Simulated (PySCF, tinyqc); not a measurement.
Inside a calculation. Method: CIS on RHF in the sto-3g basis, frozen core, for BeH+, spin multiplicity 1. The lowest restricted solution is unstable here: a spin-polarised one lies 0.0066 hartree lower (PySCF). Computed by tinyqc, a small Python program that keeps every step (integrals from PySCF). Settings: charge = 1, multiplicity = 1, basis = sto-3g, method = RHF, frozen orbitals = 1, energy threshold = 1e-10, iteration cap = 59, orthogonalisation = canonical, start = atomic densities, DIIS depth = 6. Command: `OMP_NUM_THREADS=1 python tinyqc.py 26814 26815 out.jsonl` (the two numbers bound the seeds that draw the settings). One thread of a shared host (Intel(R) Xeon(R) Processor @ 2.60GHz), about 0.08 s of CPU time with the checks. The early iterations of the SCF are left out here.

## One-electron integrals

Geometry (angstrom):
```
atom,x,y,z
Be,0.000000,0.000000,0.000000
H,0.000000,0.000000,1.822000
```

Basis sto-3g: exponents (1/bohr^2) and contraction coefficients of normalised primitives:
```
element,l (shell),exponent,coefficient
Be,s (1),30.167871,0.154329
Be,s (1),5.495115,0.535328
Be,s (1),1.487193,0.444635
Be,s (2),1.314833,-0.099967
Be,s (2),0.305539,0.399513
Be,s (2),0.099371,0.700115
Be,p (3),1.314833,0.155916
Be,p (3),0.305539,0.607684
Be,p (3),0.099371,0.391957
H,s (1),3.425251,0.154329
H,s (1),0.623914,0.535328
H,s (1),0.168855,0.444635
```

Overlap, kinetic and nuclear-attraction integrals over the contracted functions; the nuclear repulsion is the sum of Za Zb / Rab.

nuclear repulsion = 1.16175019 hartree

overlap S, lower triangle:
```
,1Be 1s,1Be 2s,1Be 2px,1Be 2py,1Be 2pz,2H 1s
1Be 1s,1.000000
1Be 2s,0.259517,1.000000
1Be 2px,0.000000,0.000000,1.000000
1Be 2py,0.000000,0.000000,0.000000,1.000000
1Be 2pz,0.000000,0.000000,0.000000,0.000000,1.000000
2H 1s,0.024049,0.284556,0.000000,0.000000,0.369125,1.000000
```

kinetic energy T (hartree), lower triangle:
```
,1Be 1s,1Be 2s,1Be 2px,1Be 2py,1Be 2pz,2H 1s
1Be 1s,6.693975
1Be 2s,-0.033012,0.211111
1Be 2px,0.000000,0.000000,0.660592
1Be 2py,0.000000,0.000000,0.000000,0.660592
1Be 2pz,0.000000,0.000000,0.000000,0.000000,0.660592
2H 1s,-0.007238,0.016142,0.000000,0.000000,0.069360,0.760032
```

nuclear attraction V (hartree), lower triangle:
```
,1Be 1s,1Be 2s,1Be 2px,1Be 2py,1Be 2pz,2H 1s
1Be 1s,-14.851530
1Be 2s,-1.974619,-2.599182
1Be 2px,0.000000,0.000000,-2.557864
1Be 2py,0.000000,0.000000,0.000000,-2.557864
1Be 2pz,-0.009736,-0.097594,0.000000,0.000000,-2.625730
2H 1s,-0.182245,-0.657402,0.000000,0.000000,-0.831742,-2.387288
```

core Hamiltonian H = T + V (hartree), lower triangle:
```
,1Be 1s,1Be 2s,1Be 2px,1Be 2py,1Be 2pz,2H 1s
1Be 1s,-8.157555
1Be 2s,-2.007631,-2.388072
1Be 2px,0.000000,0.000000,-1.897272
1Be 2py,0.000000,0.000000,0.000000,-1.897272
1Be 2pz,-0.009736,-0.097594,0.000000,0.000000,-1.965138
2H 1s,-0.189483,-0.641260,0.000000,0.000000,-0.762382,-1.627256
```

## Two-electron integrals

Functions are numbered as in S; the eight-fold symmetry (ij|kl) = (ji|kl) = (kl|ij) leaves the list below.

Two-electron integrals (ij|kl) in chemists' order, unique and non-zero (hartree):
```
i,j,k,l,(ij|kl)
1,1,1,1,2.298831
2,1,1,1,0.392036
2,1,2,1,0.079539
2,2,1,1,0.570988
2,2,2,1,0.143041
2,2,2,2,0.417683
3,1,3,1,0.014607
3,2,3,1,0.021888
3,2,3,2,0.092265
3,3,1,1,0.569578
3,3,2,1,0.143083
3,3,2,2,0.417589
3,3,3,3,0.449859
4,1,4,1,0.014607
4,2,4,1,0.021888
4,2,4,2,0.092265
4,3,4,3,0.024249
4,4,1,1,0.569578
4,4,2,1,0.143083
4,4,2,2,0.417589
4,4,3,3,0.401360
4,4,4,4,0.449859
5,1,5,1,0.014607
5,2,5,1,0.021888
5,2,5,2,0.092265
5,3,5,3,0.024249
5,4,5,4,0.024249
5,5,1,1,0.569578
5,5,2,1,0.143083
5,5,2,2,0.417589
5,5,3,3,0.401360
5,5,4,4,0.401360
5,5,5,5,0.449859
6,1,1,1,0.035816
6,1,2,1,0.007264
6,1,2,2,0.013188
6,1,3,3,0.013104
6,1,4,4,0.013104
6,1,5,1,0.000655
6,1,5,2,0.001236
6,1,5,5,0.013363
6,1,6,1,0.000696
6,2,1,1,0.116250
6,2,2,1,0.029706
6,2,2,2,0.098680
6,2,3,3,0.094627
6,2,4,4,0.094627
6,2,5,1,0.003802
6,2,5,2,0.026148
6,2,5,5,0.106688
6,2,6,1,0.003005
6,2,6,2,0.039866
6,3,3,1,0.002296
6,3,3,2,0.011678
6,3,5,3,0.004170
6,3,6,3,0.002973
6,4,4,1,0.002296
6,4,4,2,0.011678
6,4,5,4,0.004170
6,4,6,4,0.002973
6,5,1,1,0.136968
6,5,2,1,0.035335
6,5,2,2,0.122371
6,5,3,3,0.115321
6,5,4,4,0.115321
6,5,5,1,0.005988
6,5,5,2,0.040043
6,5,5,5,0.136337
6,5,6,1,0.003681
6,5,6,2,0.055276
6,5,6,5,0.078016
6,6,1,1,0.290101
6,6,2,1,0.075231
6,6,2,2,0.280798
6,6,3,3,0.262218
6,6,4,4,0.262218
6,6,5,1,0.009582
6,6,5,2,0.089377
6,6,5,5,0.317569
6,6,6,1,0.007665
6,6,6,2,0.153802
6,6,6,5,0.223340
6,6,6,6,0.774606
```

## Orthogonalisation

S = U s U^T; canonical form X = U s^(-1/2), so that X^T S X = 1. Each column of U has its largest component positive (the first on a tie).

eigenvalues of S: 0.510514  0.798971  1.000000  1.000000  1.184180  1.506334

X:
```
,1,2,3,4,5,6
1Be 1s,0.332932,0.752333,0.000000,0.000000,0.583976,0.240811
1Be 2s,-0.713567,-0.555565,0.000000,0.000000,0.437560,0.420801
1Be 2px,0.000000,0.000000,0.998842,0.048107,0.000000,0.000000
1Be 2py,0.000000,0.000000,-0.048107,0.998842,0.000000,0.000000
1Be 2pz,-0.696662,0.539188,0.000000,0.000000,-0.499790,0.385754
2H 1s,0.923823,-0.293647,0.000000,0.000000,-0.249378,0.529145
```

Within a degenerate level the vectors are fixed only up to a rotation; this is one choice.

## Iteration 9 (converged): orbitals

converged F (hartree), lower triangle:
```
,1Be 1s,1Be 2s,1Be 2px,1Be 2py,1Be 2pz,2H 1s
1Be 1s,-4.988218
1Be 2s,-1.401183,-0.845567
1Be 2px,0.000000,0.000000,-0.123627
1Be 2py,0.000000,0.000000,0.000000,-0.123627
1Be 2pz,0.016363,-0.095751,0.000000,0.000000,-0.229077
2H 1s,-0.131535,-0.368342,0.000000,0.000000,-0.319720,-0.409438
```

Diagonalise F' = X^T F X, C = X C', fill 2 alpha and 2 beta electrons from the bottom; D = 2 C_occ C_occ^T. Each column has its largest component positive (the first on a tie).

F' = X^T F X (hartree), lower triangle:
```
,1,2,3,4,5,6
1,-0.064849
2,-0.573352,-1.905124
3,0.000000,0.000000,-0.123627
4,0.000000,0.000000,0.000000,-0.123627
5,-0.508242,-1.971488,0.000000,0.000000,-2.590443
6,-0.238985,-0.884793,0.000000,0.000000,-1.209316,-1.227817
```

orbital energies (hartree): MO1 -4.990996, MO2 -0.647923, MO3 -0.252265, MO4 -0.123627, MO5 -0.123627, MO6 0.102951

coefficients C:
```
,MO1,MO2,MO3,MO4,MO5,MO6
1Be 1s,0.993004,-0.200291,-0.198850,0.000000,0.000000,0.100756
1Be 2s,0.026047,0.661481,0.733988,0.000000,0.000000,-0.457589
1Be 2px,0.000000,0.000000,0.000000,0.987868,0.155298,0.000000
1Be 2py,0.000000,0.000000,0.000000,-0.155298,0.987868,0.000000
1Be 2pz,-0.001985,0.255024,-0.583953,0.000000,0.000000,-0.876707
2H 1s,-0.002827,0.499040,-0.384261,0.000000,0.000000,0.940827
```

D after iteration 9, lower triangle:
```
,1Be 1s,1Be 2s,1Be 2px,1Be 2py,1Be 2pz,2H 1s
1Be 1s,2.052348
1Be 2s,-0.213248,0.876472
1Be 2px,0.000000,0.000000,0.000000
1Be 2py,0.000000,0.000000,0.000000,0.000000
1Be 2pz,-0.106099,0.337284,0.000000,0.000000,0.130082
2H 1s,-0.205521,0.660064,0.000000,0.000000,0.254546,0.498097
```

Within a degenerate level the vectors are fixed only up to a rotation; this is one choice.

## Convergence

Stop when the energy changes by less than 1e-10 hartree and every element of the error matrix X^T (F D S - S D F) X is below 3e-06.

Course of the cycle:
```
iteration,E (hartree),change,largest element of the error matrix
1,-12.60404614,-,1.61e-01
2,-14.57056639,-1.97e+00,8.82e-02
3,-14.60063670,-3.01e-02,5.39e-02
4,-14.60975284,-9.12e-03,7.53e-03
5,-14.60999263,-2.40e-04,3.60e-03
6,-14.61001196,-1.93e-05,1.43e-04
7,-14.61001206,-9.29e-08,1.20e-05
8,-14.61001206,-7.40e-10,2.36e-07
9,-14.61001206,-3.06e-13,9.98e-09
```

PySCF RHF in the same basis = -14.61001206 hartree

Converged in 9 iterations.

## Integrals over molecular orbitals

(pq|rs) = sum C_ip C_jq C_kr C_ls (ij|kl), one index at a time.

one-electron integrals over orbitals h = C^T H C (hartree), lower triangle:
```
,1,2,3,4,5,6
1,-8.148116
2,0.173527,-1.984727
3,0.193580,-0.072442,-1.861428
4,0.000000,0.000000,0.000000,-1.897272
5,0.000000,0.000000,0.000000,0.000000,-1.897272
6,-0.063186,0.235198,-0.098594,0.000000,0.000000,-1.651230
```

Two-electron integrals over orbitals (pq|rs), unique and non-zero (hartree); the lowest 1 orbital is frozen and left out:
```
p,q,r,s,(pq|rs)
2,2,2,2,0.455418
3,2,2,2,-0.065434
3,2,3,2,0.063653
3,3,2,2,0.327253
3,3,3,2,0.032142
3,3,3,3,0.425474
4,2,4,2,0.045787
4,3,4,2,0.034734
4,3,4,3,0.048238
4,4,2,2,0.348269
4,4,3,2,0.040932
4,4,3,3,0.381688
4,4,4,4,0.449859
5,2,5,2,0.045787
5,3,5,2,0.034734
5,3,5,3,0.048238
5,4,5,4,0.024249
5,5,2,2,0.348269
5,5,3,2,0.040932
5,5,3,3,0.381688
5,5,4,4,0.401360
5,5,5,5,0.449859
6,2,2,2,0.019744
6,2,3,2,-0.055990
6,2,3,3,-0.008394
6,2,4,4,-0.069179
6,2,5,5,-0.069179
6,2,6,2,0.117393
6,3,2,2,-0.056865
6,3,3,2,0.059799
6,3,3,3,0.050404
6,3,4,4,0.037134
6,3,5,5,0.037134
6,3,6,2,-0.061043
6,3,6,3,0.076588
6,4,4,2,-0.025323
6,4,4,3,-0.007618
6,4,6,4,0.022220
6,5,5,2,-0.025323
6,5,5,3,-0.007618
6,5,6,5,0.022220
6,6,2,2,0.461894
6,6,3,2,-0.069610
6,6,3,3,0.355219
6,6,4,4,0.351391
6,6,5,5,0.351391
6,6,6,2,0.046034
6,6,6,3,-0.060229
6,6,6,6,0.498793
```

## CIS matrix, singlets

A(ia,jb) = (e_a - e_i) d_ij d_ab + 2 (ia|jb) - (ij|ab).

CIS matrix A, singlet (hartree), lower triangle:
```
,2>3,2>4,2>5,2>6
2>3,0.195711
2>4,0.000000,0.267602
2>5,0.000000,0.000000,0.267602
2>6,-0.055114,0.000000,0.000000,0.523765
```

## CIS singlet states

dipole integrals <i|r|a> (bohr):
```
,x,y,z
2>3,0.000000,0.000000,-1.219617
2>4,0.902260,-0.141840,0.000000
2>5,0.141840,0.902260,0.000000
2>6,0.000000,0.000000,0.824461
```

Diagonalise A (1 hartree = 27.211386 eV); each vector has its largest component positive (the first on a tie). The transition dipole is mu = sqrt2 sum c_ia <i|r|a>.

singlet excitation energies (eV): 5.080340  7.281817  7.281817  14.497595

lowest vectors:
```
,state 1,state 2,state 3,state 4
2>3,0.986894,0.000000,0.000000,-0.161369
2>4,0.000000,0.983581,-0.180466,0.000000
2>5,0.000000,0.180466,0.983581,0.000000
2>6,0.161369,0.000000,0.000000,0.986894
```

oscillator strengths 2/3 w |mu|^2: 0.285317  0.297642  0.297642  0.725313

Within a degenerate level the vectors are fixed only up to a rotation; this is one choice.

## CIS matrix, triplets

A(ia,jb) = (e_a - e_i) d_ij d_ab - (ij|ab).

CIS matrix A, triplet (hartree), lower triangle:
```
,2>3,2>4,2>5,2>6
2>3,0.068406
2>4,0.000000,0.176028
2>5,0.000000,0.000000,0.176028
2>6,0.056865,0.000000,0.000000,0.288980
```

## CIS triplet states

Diagonalise A (1 hartree = 27.211386 eV); each vector has its largest component positive (the first on a tie).

triplet excitation energies (eV): 1.485968  4.789954  4.789954  8.238981

lowest vectors:
```
,state 1,state 2,state 3,state 4
2>3,0.971804,0.000000,0.000000,0.235788
2>4,0.000000,0.976562,-0.215236,0.000000
2>5,0.000000,0.215236,0.976562,0.000000
2>6,-0.235788,0.000000,0.000000,0.971804
```

Within a degenerate level the vectors are fixed only up to a rotation; this is one choice.
